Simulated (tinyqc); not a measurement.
Scaling with the misfit: strain-driven roughening and islands of a mismatched epitaxial film. Computed by tinyqc, a small Python program. Command: `OMP_NUM_THREADS=1 python tinyqc.py 3009661 3009662 out.jsonl island walk`. One thread of a shared host (Intel(R) Xeon(R) Processor @ 2.30GHz), about 0.01 s of CPU time with the checks.

Film and substrate share isotropic elastic constants; the film is coherent and biaxially strained.

Inputs (values chosen for the exercise, modelled on Si(0.5)Ge(0.5) on Si): misfit |f| = 0.0208; shear modulus G = 55.3 GPa; Poisson ratio nu = 0.26; surface energy gamma = 1.14 J/m^2; contact angle of the shallow shape theta_1 = 9.77 degrees; contact angle of the steep shape theta_2 = 27.5 degrees; facet energy of shape 1 over gamma = 0.9992; facet energy of shape 2 over gamma = 0.9858; surface mobility D_s nu_s Omega^2/(k_B T) = 1.1e-34 m^6/(J s).

Transport: surface diffusion.

Constants: e = 1.602176634e-19 C.

Method:
- M = 2 G (1 + nu)/(1 - nu); stress = M f; energy density w = M f^2.
- A ripple A cos(k x) has the surface chemical potential per volume [gamma k^2 - 2 (1 + nu) w k] A cos(k x), so k_c = 2 (1 + nu) w/gamma. With surface diffusion the amplitude grows at the rate q = B k^2 [2 (1 + nu) w k - gamma k^2], fastest at k_m = (3/4) k_c. B is the surface mobility.
- Shallow faceted island (Tersoff form): E = 4 Gam V^(2/3) tan^(1/3)(theta) - 6 c V tan(theta), Gam = gamma [x/sin(theta) - 1/tan(theta)], x the facet energy over gamma, c = stress^2 (1 - nu)/(2 pi G).
- The barrier is the maximum of E, at V_c = [4 Gam/(9 c)]^3 / tan^2(theta) (1 GPa nm = 1 J/m^2).
- V_c = [4 Gam/(9 c)]^3/tan^2(theta), barrier = (4/3) Gam V_c^(2/3) tan^(1/3)(theta); the growth time is 1/q at k_m.

fastest wavelength = 46.5160 nm

growth time 1/q at k_m = 71.8643 s

critical volume, shape 1 = 66.2042 nm^3

barrier, shape 1 = 6.97505 eV

Misfit scaled at fixed constants:
```
|f| (%)  fastest wavelength (nm)  growth time (s)  V_c of shape 1 (nm^3)  barrier of shape 1 (eV)
0.520                     744.26       4.7097e+06             2.7117e+05               1.7856e+03
0.728                     379.72       3.1913e+05             3.6014e+04               4.6481e+02
1.040                     186.06       1.8397e+04             4.2371e+03               1.1160e+02
1.456                      94.93       1.2466e+03             5.6273e+02               2.9051e+01
2.080                      46.52       7.1864e+01             6.6204e+01               6.9751e+00
2.912                      23.73       4.8696e+00             8.7926e+00               1.8157e+00
```

What follows from these numbers?

Halving the misfit stretches the wavelength 4 times, the barrier 16 times, the volume 64 times and the time 256 times: f^(-2), f^(-4), f^(-6), f^(-8). Over these rows the time spans 6.0 decades: strongly mismatched films tend to roughen first, while dilute alloys have time to stay flat. Rows with wavelengths under 10 nm or volumes under 5 nm^3 are beyond the continuum picture.

Extremes, crossings and ranges named in words are read from the listed rows.
